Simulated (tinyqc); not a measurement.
From total flow Q back to pumping speed S: Berg model of reactive sputtering of a nitride or oxide: poisoning, hysteresis and pumping speed. Computed by tinyqc, a small Python program. Command: `OMP_NUM_THREADS=1 python tinyqc.py 3005413 3005414 out.jsonl berg inv`. One thread of a shared host (Intel(R) Xeon(R) Processor @ 2.30GHz), about 0.06 s of CPU time with the checks.

A diatomic gas reacts with bare metal on the target and on the collecting surfaces; ions remove metal and compound from the target. theta_t and theta_c are the compound fractions.

Inputs (values chosen for the exercise, close to those used for tantalum nitride):

| quantity | value | unit |
|---|---|---|
| ion current density J | 17 | mA/cm^2 |
| target area A_t | 98 | cm^2 |
| collecting area A_c | 4700 | cm^2 |
| metal yield Y_m | 0.54 | - |
| compound yield Y_c | 0.2 | - |
| sticking coefficient alpha | 0.14 | - |
| reactive atoms per metal atom z | 1 | - |
| gas mass M | 28 | u |
| gas temperature T | 300 | K |
| reactive partial pressure P | 0.053 | Pa |

Constants: e = 1.602176634e-19 C; u = 1.6605390666e-27 kg; k_B = 1.380649e-23 J/K.

Method. Ion flux j = J/e; gas flux F = P/sqrt(2 pi M k_B T). Target: (2/z) alpha F (1 - theta_t) = j Y_c theta_t. Sputtered flows F_c = j Y_c theta_t A_t, F_m = j Y_m (1 - theta_t) A_t. Collector: (2/z) alpha F (1 - theta_c) A_c + F_c (1 - theta_c) = F_m theta_c. Gas use Q = alpha F [(1 - theta_t) A_t + (1 - theta_c) A_c] + P S/(k_B T); 1 sccm = 4.4780e17 molecules/s. Rate R = F_m + F_c, given relative to j Y_m A_t.

Question. A run gave the result below. Find the pumping speed S, known to lie between 320 and 700 l/s.

total flow Q = 14.14723 sccm

Answer.

Each step takes the trial c = (a f_b - b f_a)/(f_b - f_a), f being the result less the target and a, b, c the logarithms of the listed values; c replaces end b, the old b replaces a if the sign of f changed, and otherwise f_a is halved.

Scan of the range:

| pumping speed S (l/s) | total flow Q (sccm) |
|---|---|
| 320 | 12.7442 |
| 365 | 14.0301 |
| 415 | 15.4588 |
| 473 | 17.1162 |
| 539 | 19.0021 |
| 614 | 21.1453 |
| 700 | 23.6027 |

False position (Illinois rule, in the logarithm of the input) inside the bracket:

| step | end a | end b | trial | total flow Q (sccm) |
|---|---|---|---|---|
| 1 | 365.000 | 415.000 | 368.863 | 14.1405 |
| 2 | 415.000 | 368.863 | 369.086 | 14.1468 |
| 3 | 415.000 | 369.086 | 369.112 | 14.1476 |
| 4 | 369.086 | 369.112 | 369.100 | 14.1472 |

Total flow Q rises at every point of a 13-point scan of the range (every second point is shown), so one value fits; it is bracketed by 365 and 415. The scan shows a straight line, so linear interpolation between any two rows gives the answer at once. Answer: pumping speed S = 369.1 l/s.
